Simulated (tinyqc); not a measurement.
Sweep of a biaxial (001) stress: deformation-potential model of the Delta valleys of a conduction band.

Valleys with axes along x, y and z, each a pair at +k and -k. Herring-Vogt shift of a valley with unit axis a: dE = Xd tr(e) + Xu a.e.a. Non-degenerate shares n_i = exp(-dE_i/kT)/sum_j exp(-dE_j/kT). Inverse mass tensor of a valley: (1 - a a)/mt + a a/ml; the masses are taken as independent of strain.

s11 = (C11 + C12)/((C11 - C12)(C11 + 2 C12)), s12 = -C12/((C11 - C12)(C11 + 2 C12)), s44 = 1/C44; exx = s11 sxx + s12 (syy + szz) and cyclic, exy = s44 sxy/2; tension is positive. A uniaxial stress X along the unit vector n is s_ij = X n_i n_j. Biaxial (001) means sxx = syy = X.

Constants: kB = 8.617333262e-05 eV/K.

Values chosen for the exercise (near those of Si; shifted at random, so the results belong to these values and not to a real crystal): ml = 0.937 m0 (longitudinal mass); mt = 0.192 m0 (transverse mass); Xd = 1.07 eV (dilation potential); Xu = 9.6 eV (uniaxial potential); C11 = 170.2 GPa; C12 = 63.1 GPa; C44 = 79.9 GPa; load = biaxial (001) (kind of stress); T = 300 K (temperature).

m_c = 1/(u.M.u) along [001] with M = sum_i n_i (inverse mass tensor); gain against zero stress at a fixed scattering time.

Results:

| X (GPa) | spread (meV) | lowest edge (meV) | n x | n y | n z | m_c (m0) | gain (%) |
|---|---|---|---|---|---|---|---|
| -1.50 | 134.5 | -88.0 | 0.499 | 0.499 | 0.003 | 0.1924 | 35.8 |
| -0.75 | 67.2 | -44.0 | 0.482 | 0.482 | 0.036 | 0.1976 | 32.2 |
| -0.30 | 26.9 | -17.6 | 0.425 | 0.425 | 0.150 | 0.2180 | 19.8 |
| 0.00 | 0.0 | 0.0 | 0.333 | 0.333 | 0.333 | 0.2612 | 0.0 |
| 0.30 | 26.9 | -9.3 | 0.207 | 0.207 | 0.586 | 0.3594 | -27.3 |
| 0.75 | 67.2 | -23.2 | 0.065 | 0.065 | 0.871 | 0.6240 | -58.1 |
| 1.50 | 134.5 | -46.4 | 0.005 | 0.005 | 0.989 | 0.8990 | -70.9 |

Along [001] the gain is +35.8 % at -1.50 GPa and -70.9 % at 1.50 GPa. The slope at zero stress (from +/- 0.001 GPa), -83.4 % per GPa, carried to the ends would give +125 and -125 %; the response falls behind at both ends, as it saturates once the spread passes a few kT (kT = 25.9 meV, spread up to 134 meV).

Program tinyqc; command `OMP_NUM_THREADS=1 python tinyqc.py 1050440 1050441 out.jsonl`; about 0.01 s on one thread of a shared Intel(R) Xeon(R) Processor @ 2.30GHz.
